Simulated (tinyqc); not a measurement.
Strain-driven roughening and islands of a mismatched epitaxial film: one step, computed by the program tinyqc.

Film and substrate share isotropic elastic constants; the film is coherent and biaxially strained.

Question. Wetting layer. The surface energy depends on thickness as gamma + (gamma_s - gamma) exp(-h/delta). Its curvature adds W2 = (gamma_s - gamma) exp(-h/delta)/delta^2 to the restoring terms; the flat film is stable while W2 > (1 + nu)^2 w^2/gamma, which gives h_c = delta ln[(gamma_s - gamma) gamma/(delta^2 (1 + nu)^2 w^2)], or 0 if negative.

Inputs (values chosen for the exercise, modelled on GaN on AlN):
```
quantity,value,unit
Poisson ratio nu,0.21,-
surface energy gamma,1.75,J/m^2
wetting energy gamma_s - gamma,0.22,J/m^2
decay length of wetting delta,0.32,nm
```

energy density w = 196.2376 MJ/m^3

Give: wetting-layer thickness h_c.

Answer.

wetting-layer thickness h_c = 1.344 nm

Layer-by-layer growth up to h_c, then roughening: the Stranski-Krastanov mode.
